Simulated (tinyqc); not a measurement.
# p-i-n junction, non-linear Poisson equation by Newton steps, step by step

Numbers from tinyqc (`OMP_NUM_THREADS=1 python tinyqc.py 2000064 2000065 out.jsonl`; about 0.06 s on one thread of a shared Intel Xeon 2.30GHz). Printed values are rounded; ~0 in a residual or rate marks an entry under 1e-11 of the largest of its column.

One dimension, p side on the left, n side on the right; net doping C = -Na for x < 0, 0 for 0 < x < Li and +Nd beyond. The potential psi is counted from the intrinsic level, and the quasi-Fermi potentials are flat: 0 for holes and -V for electrons, so n = ni exp((psi + V)/Vt) and p = ni exp(-psi/Vt) (Boltzmann statistics, full ionisation, no current). Under reverse bias this makes the minority densities vanishingly small everywhere; they play no part in the charge.

Inputs (values chosen for the exercise); band and dielectric values close to those of gallium arsenide:
- T = 300 K (temperature)
- Eg = 1.44 eV (band gap)
- eps_r = 12.7 (relative permittivity)
- Nc = 4.46e17 cm^-3 (conduction-band density of states at T)
- Nv = 9.16e18 cm^-3 (valence-band density of states at T)
- Na = 2.9e18 cm^-3 (acceptor density of the p side)
- Nd = 2e17 cm^-3 (donor density of the n side)
- V = -1.8 V (bias of the p side against the n side)
- Li = 350 nm (width of the undoped layer, from x = 0 to Li)

Constants: q = 1.602176634e-19 C, kB = 1.380649e-23 J/K, Vt = kB T/q, eps0 = 8.8541878128e-14 F/cm where lengths are in cm. Results are converted to the units shown.

Range of the model: The donor density exceeds a fifth of the band density of states, where Boltzmann statistics begin to fail. The acceptor density exceeds a fifth of the band density of states, where Boltzmann statistics begin to fail.

## Intrinsic density, end potentials and Debye lengths

ni = sqrt(Nc Nv) exp(-Eg/(2 Vt)), Eg in volts; psi_p = -Vt ln(Na/ni), psi_n = Vt ln(Nd/ni) - V; Debye length sqrt(eps0 eps_r Vt/(q N)).

ni = 1.622361e6 cm^-3
psi_p = -0.7293327 V
psi_n = 2.460201 V
Debye length, p side = 2.501319 nm
Debye length, n side = 9.524739 nm

## Net doping on the mesh

x, node 0 to 13 (nm): [-32.5, -24.4, -17.4, -11.5, -6.32, -1.9, 1.9, 8.98, 22.2, 46.8, 92.6, 178, 337, 634]

C = -Na for x < 0, 0 for 0 < x < Li and +Nd beyond, taken at the nodes.

net doping C, node 0 to 13 (cm^-3): [-2.9e18, -2.9e18, -2.9e18, -2.9e18, -2.9e18, -2.9e18, 0, 0, 0, 0, 0, 0, 0, 2e17]

## Couplings between neighbouring nodes

a_i = eps0 eps_r/h_i for the interval from node i to i + 1, with h_i = x_(i+1) - x_i in cm.

coupling a_i, interval 0 to 12 (F/cm^2): [1.388249e-6, 1.606403e-6, 1.905901e-6, 2.170814e-6, 2.544077e-6, 2.959163e-6, 1.588251e-6, 8.505914e-7, 4.571064e-7, 2.455201e-7, 1.316723e-7, 7.072213e-8, 3.786134e-8]

## Starting potential

The parabolas of an abrupt Na-Nd junction in the depletion approximation: psi_p + q Na (x + xp)^2/(2 eps0 eps_r) for -xp < x < 0, psi_n - q Nd (xn - x)^2/(2 eps0 eps_r) for 0 < x < xn, flat outside, with W = sqrt(2 eps0 eps_r (psi_n - psi_p)(1/Na + 1/Nd)/q), xp = W Nd/(Na + Nd), xn = W Na/(Na + Nd), psi_p = -Vt ln(Na/ni), psi_n = Vt ln(Nd/ni) - V.

psi at the start, node 0 to 13 (V): [-0.729333, -0.729333, -0.729333, -0.729333, -0.701656, -0.594449, -0.445720, -0.164735, 0.321692, 1.094283, 2.073279, 2.460201, 2.460201, 2.460201]

## Iteration 1: densities, residual and Jacobian diagonal

n_i = ni exp((psi_i + V)/Vt), p_i = ni exp(-psi_i/Vt), rho_i = p_i - n_i + C_i, g_i = (n_i + p_i)/Vt. Box widths w_i = (h_(i-1) + h_i)/2 in cm. Residual F_i = a_i (psi_(i+1) - psi_i) - a_(i-1) (psi_i - psi_(i-1)) + q rho_i w_i; Jacobian: a_(i-1) and a_i beside the diagonal, b_i = -a_(i-1) - a_i - q g_i w_i on it. The two end nodes are fixed.

n, node 0 to 13 (cm^-3): [5.238753e-37, 5.238753e-37, 5.238753e-37, 5.238753e-37, 1.528173e-36, 9.664342e-35, 3.045900e-32, 1.599764e-27, 2.375030e-19, 2.262688e-6, 6.324492e10, 2e17, 2e17, 2e17]
p, node 0 to 13 (cm^-3): [2.9e18, 2.9e18, 2.9e18, 2.9e18, 9.941533e17, 1.572004e16, 4.987814e13, 9.496638e8, 6.396711, 6.714307e-13, 2.402151e-29, 7.596192e-36, 7.596192e-36, 7.596192e-36]
residual F, node 1 to 12 (C/cm^2): [~0, ~0, 6.008053e-8, 6.609435e-8, -2.255689e-8, 6.164716e-9, -3.252419e-8, -6.059432e-8, -1.127932e-7, -1.894162e-7, -4.425189e-7, -7.305925e-7]
diagonal b, node 1 to 12 (F/cm^2): [-1.656407e-5, -1.510472e-5, -1.403361e-5, -7.672296e-6, -5.543281e-6, -4.547582e-6, -2.438843e-6, -1.307698e-6, -7.026265e-7, -3.771950e-7, -1.534907e-5, -2.836916e-5]

## Iteration 1: Newton step

Solve the tridiagonal system a_(i-1) d_(i-1) + b_i d_i + a_i d_(i+1) = -F_i for nodes 1 to 12, with d = 0 on fixed nodes. Half of the step is added while the largest |d| exceeds 1.5 Vt, the full step after that.

Newton step d, before damping, node 1 to 12 (V): [-0.000021, -0.000217, -0.001700, -0.038474, -0.140557, -0.222600, -0.379365, -0.633843, -0.974820, -1.150241, -0.038817, -0.025850]
psi after iteration 1, node 0 to 13 (V): [-0.729333, -0.729343, -0.729441, -0.730183, -0.720893, -0.664728, -0.557020, -0.354417, 0.004771, 0.606873, 1.498158, 2.440792, 2.447276, 2.460201]

## Iteration 2: densities, residual and Jacobian diagonal

As before.

n, node 0 to 13 (cm^-3): [5.238753e-37, 5.236624e-37, 5.216843e-37, 5.069340e-37, 7.261149e-37, 6.375922e-36, 4.111065e-34, 1.041196e-30, 1.126219e-24, 1.467237e-14, 13.78569, 9.440244e16, 1.213113e17, 2e17]
p, node 0 to 13 (cm^-3): [2.9e18, 2.901179e18, 2.912180e18, 2.996916e18, 2.092284e18, 2.382774e17, 3.695486e15, 1.459129e12, 1.348973e6, 1.035442e-4, 1.102040e-19, 1.609321e-35, 1.252347e-35, 7.596192e-36]
residual F, node 1 to 12 (C/cm^2): [2.898109e-14, 2.635729e-12, 3.018088e-8, 6.060675e-8, 5.627661e-10, 3.381387e-9, -1.626186e-8, -3.029716e-8, -5.639662e-8, -9.470950e-8, -3.084871e-7, -4.431146e-7]
diagonal b, node 1 to 12 (F/cm^2): [-1.656959e-5, -1.515341e-5, -1.436636e-5, -1.093901e-5, -6.110173e-6, -4.559873e-6, -2.438852e-6, -1.307698e-6, -7.026265e-7, -3.771924e-7, -7.351812e-6, -1.725022e-5]

## Iteration 2: Newton step

As before.

Newton step d, before damping, node 1 to 12 (V): [0.0000187, 0.0001933, 0.0015197, -0.0040156, -0.0423856, -0.0842570, -0.1650599, -0.2968213, -0.4757247, -0.5791023, -0.0525817, -0.0259031]
psi after iteration 2, node 0 to 13 (V): [-0.729333, -0.729334, -0.729344, -0.729423, -0.722901, -0.685921, -0.599148, -0.436947, -0.143640, 0.369011, 1.208607, 2.414501, 2.434324, 2.460201]

## Course of the Newton iteration

Stop when the largest undamped |d| is below 1e-9 V, or after 80 iterations.

Course of the iteration:
```
iteration  largest |F| (C/cm^2)  largest |d| (V)  at node
1                       7.31e-7             1.15       10
2                       4.43e-7            0.579       10
3                       2.69e-7            0.323       10
4                       1.80e-7            0.375       11
5                       1.55e-7             1.26       11
6                       8.78e-8            0.669       11
7                       7.85e-8            0.519       11
8                       7.05e-8             1.14       12
9                       3.53e-8            0.569       12
10                      1.76e-8            0.284       12
11                      8.82e-9            0.142       12
12                      4.41e-9           0.0707       12
13                      2.21e-9           0.0353       12
14                     6.36e-12          1.43e-5        9
15                     4.36e-16         6.48e-10        8
```

Converged in 15 iterations. Once the step is below 0.1 Vt, 1 more iteration(s) reach the threshold: near the solution the error is roughly squared each time.

## Converged densities, field and charge

converged psi, node 0 to 13 (V): [-0.729333, -0.729327, -0.729276, -0.728891, -0.726544, -0.715576, -0.679516, -0.635500, -0.568018, -0.446196, -0.219505, 0.203190, 0.990174, 2.460201]

n and p as above; field E_i = -(psi_(i+1) - psi_i)/h_i on each interval; charge on either side of the peak Q = eps0 eps_r |E|max (Gauss).

n, node 0 to 13 (cm^-3): [5.238753e-37, 5.239861e-37, 5.250188e-37, 5.329039e-37, 5.835546e-37, 8.919445e-37, 3.598441e-36, 1.974945e-35, 2.686541e-34, 2.990345e-32, 1.922927e-28, 2.426156e-21, 4.033370e-8, 2e17]
p, node 0 to 13 (cm^-3): [2.9e18, 2.899387e18, 2.893684e18, 2.850868e18, 2.603421e18, 1.703288e18, 4.221935e17, 7.692562e16, 5.654998e15, 5.080480e13, 7.900656e9, 626.1916, 3.766673e-11, 7.596192e-36]
field E, interval 0 to 12 (kV/cm): [-0.00675, -0.07271, -0.65318, -4.53143, -24.81476, -94.89400, -62.16985, -51.04498, -49.52134, -49.49586, -49.49585, -49.49585, -49.49585]
peak |E| = 94.89400 kV/cm
charge Q = 106.7066 nC/cm^2

A mesh of more than 1000 nodes gives a peak field of 113.6 kV/cm; the 14-node value is 16 % below it.
